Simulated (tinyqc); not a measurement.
Input admittance of a MOSFET at zero drain bias: distributed channel and distributed gate: two steps of the calculation.

Source and drain grounded, strong inversion, w = 2 pi f, Cox = eps0 eox/tox. The channel is an RC line of resistance 1/(mu Cox Vo) per square fed from both ends, so one finger has the intrinsic admittance y = i w Cox L tanh(g)/g per width, g = (1/2) sqrt(i w tau), tau = L^2/(mu Vo). The vertical resistance rv/L is in series with y, the overlaps 2 i w Cov in parallel: y_t = 1/(1/y + rv/L) + 2 i w Cov. The gate strip is a line of Rsh/L per length loaded by y_t, so a finger has Y = y_t Wf tanh(k)/k, k = (Wf/sd) sqrt(y_t Rsh/L); the device has Nf Y.

Inputs (values chosen for the exercise); values of the order met in silicon radio-frequency transistors: relative permittivity of the gate insulator (close to silicon dioxide) eox = 3.9; insulator thickness tox = 3.8 nm; channel length L = 0.15 um; finger width Wf = 9.6 um; number of fingers Nf = 8; channel mobility mu = 420 cm^2/(V s); gate overdrive Vo = 0.27 V; sheet resistance of the gate Rsh = 30 ohm/square; vertical resistivity of the gate stack rv = 1.2 ohm um^2; number of ends at which a finger is contacted sd = 2; overlap and fringe capacitance on each side Cov = 0.24 fF/um; frequency f = 10 GHz.

Constants: eps0 = 8.8541878128e-14 F/cm where lengths are in cm. Results are converted to the units shown.

Problem 1. Low-frequency resistances and capacitance. Low-frequency limits, with c = Cox L and ct = c + 2 Cov: R_strip = Rsh Wf/(3 sd^2 L Nf), R_ch = (c/ct)^2 L/(12 mu Cox Vo Wf Nf), R_vert = (c/ct)^2 rv/(L Wf Nf), C = ct Wf Nf.

Wanted: parts; sum; C; 1/(2 pi R C).

Solution 1.

parts (ohm): strip 20.000, channel 0.86389, vertical 0.056975
sum = 20.921 ohm
C = 141.55 fF
1/(2 pi R C) = 53.745 GHz

The strip term is the largest, 95.6 % of the sum.

Problem 2. Admittance of the channel and stack per width. tau, g, c = Cox L, y and y_t as defined.

Wanted: tau; g; c; y; y_t.

Solution 2.

tau = 1.9841 ps
g = 0.12483+0.12483i
c = 1.3631 fF/um
y = 0.890+85.634i uS/um
y_t = 0.95+115.79i uS/um

w tau = 0.125, and Im y is 1.00 of w c.

Numbers from tinyqc (`OMP_NUM_THREADS=1 python tinyqc.py 2262070 2262071 out.jsonl`; about 0.01 s on one thread of a shared Intel Xeon 2.30GHz).
